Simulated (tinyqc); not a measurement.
From results back to parameters: configuration-coordinate model of carrier capture at a defect. Three cases, with inputs chosen for the exercise.

Problem. For two parabolas of equal curvature the ionisation peak lies at ET + ER, the emission barrier is (ER + ET)^2/(4 ER), and the standard deviation of the band at T = 0 is sqrt(ER hw). The values come from hidden ET, ER and hw.

Find: ET, ER, hw; capture barrier.

Method. ER is the squared peak energy over four times the emission barrier; ET is the rest, hw = variance/ER, and the capture barrier is the emission barrier less ET.

Case 1.

ionisation peak = 1.5000 eV
emission barrier = 0.969828 eV
standard deviation at T = 0 = 0.144499 eV

Solution.

ET, ER, hw (eV): 0.920  0.580  0.036

capture barrier = 0.050 eV

Case 2.

ionisation peak = 1.9700 eV
emission barrier = 0.664538 eV
standard deviation at T = 0 = 0.264726 eV

Solution.

ET, ER, hw (eV): 0.510  1.460  0.048

capture barrier = 0.155 eV

Case 3.

ionisation peak = 1.0600 eV
emission barrier = 0.302043 eV
standard deviation at T = 0 = 0.109955 eV

Solution.

ET, ER, hw (eV): 0.130  0.930  0.013

capture barrier = 0.172 eV

Computed by tinyqc, one run a case: `OMP_NUM_THREADS=1 python tinyqc.py N N+1 out.jsonl` with N = 1450020, 1450028, 1450039; one thread of a shared Intel(R) Xeon(R) Processor @ 2.30GHz, about 0.01 s a run at most.
